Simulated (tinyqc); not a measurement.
X-ray reflectivity of a thin film on silicon: critical angles, Parratt recursion, fringes and roughness: one step, computed by the program tinyqc. Command: `OMP_NUM_THREADS=1 python tinyqc.py 3120184 3120185 out.jsonl xrr walk`. One thread of a shared host (Intel(R) Xeon(R) Processor @ 2.30GHz), about 0.01 s of CPU time with the checks.

n = 1 - delta + i beta; the classical electron radius is r_e = 2.8179403e-6 nm. Layer 0 is vacuum, 1 the film, 2 the substrate.

Question. Fringe period, contrast and decay. Far above the critical angle the period is d theta = lambda/(2 d), or 2 pi/d in q; the envelope runs between (|r_01| - |r_12 p|)^2 and (|r_01| + |r_12 p|)^2; contrast = 2 a b/(a^2 + b^2) with a = |r_01|, b = |r_12 p|; roughness factors on the amplitudes are about exp(-q^2 sigma^2/2).

Inputs (values chosen for the exercise, modelled on TaN on silicon, copper K-alpha radiation):
```
quantity                              value  unit
wavelength lambda                   0.15406    nm
film thickness d                       27.1    nm
roughness of the surface sigma_1       0.41    nm
roughness of the interface sigma_2     0.77    nm
```

1000 r_01 = 27.21158-2.62774i

1000 r_12 = -10.89585+1.30021i

p = -0.5898341-0.4161669i

q = 4 pi sin(theta)/lambda = 1.893259 1/nm

Give: period in theta; period in q; contrast; roughness factor, surface; roughness factor, interface.

Answer.

period in theta = 0.1629 degrees

period in q = 0.2319 1/nm

contrast = 0.5346

roughness factor, surface = 0.7399

roughness factor, interface = 0.3456
